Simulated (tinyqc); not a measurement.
On-chip power grid, static voltage drop by conjugate gradients: one step of the calculation.

A grid of 4 rows and 4 columns, node k = 4 row + column. Neighbours in a row are joined by Rx, in a column by Ry; pad nodes, which reach the supply through Rp: 0, 12. Each node draws I0, node 9 draws kh I0. The drops u = Vdd - V solve G u = i, with G the conductance matrix (1/Rp added on the diagonal at pad nodes).

Task. Diagonal of G, loads and first direction. G_kk = sum of the conductances at node k. Start u = 0, so the residual is r = i; p = r.

Inputs (values chosen for the exercise):
```
symbol  value  unit                                   meaning
Rx       0.58   ohm        resistance of a horizontal segment
Ry       0.23   ohm          resistance of a vertical segment
Rp       0.59   ohm  resistance from a pad node to the supply
I0        2.4    mA          load current of an ordinary node
kh          8              factor on the load at the hot node
```

Find: G_kk; r at the start; p at the start.

Result.

G_kk (S):
```
        col 0   col 1   col 2   col 3
row 0  7.7669  7.7961  7.7961  6.0720
row 1  10.420  12.144  12.144  10.420
row 2  10.420  12.144  12.144  10.420
row 3  7.7669  7.7961  7.7961  6.0720
```

r at the start (mA):
```
        col 0   col 1   col 2   col 3
row 0  2.4000  2.4000  2.4000  2.4000
row 1  2.4000  2.4000  2.4000  2.4000
row 2  2.4000  19.200  2.4000  2.4000
row 3  2.4000  2.4000  2.4000  2.4000
```

p at the start (mA):
```
        col 0   col 1   col 2   col 3
row 0  2.4000  2.4000  2.4000  2.4000
row 1  2.4000  2.4000  2.4000  2.4000
row 2  2.4000  19.200  2.4000  2.4000
row 3  2.4000  2.4000  2.4000  2.4000
```

Computed by the program tinyqc: `OMP_NUM_THREADS=1 python tinyqc.py 2770185 2770186 out.jsonl`, one thread of a shared Intel Xeon 2.30GHz, about 0.08 s for the whole run.
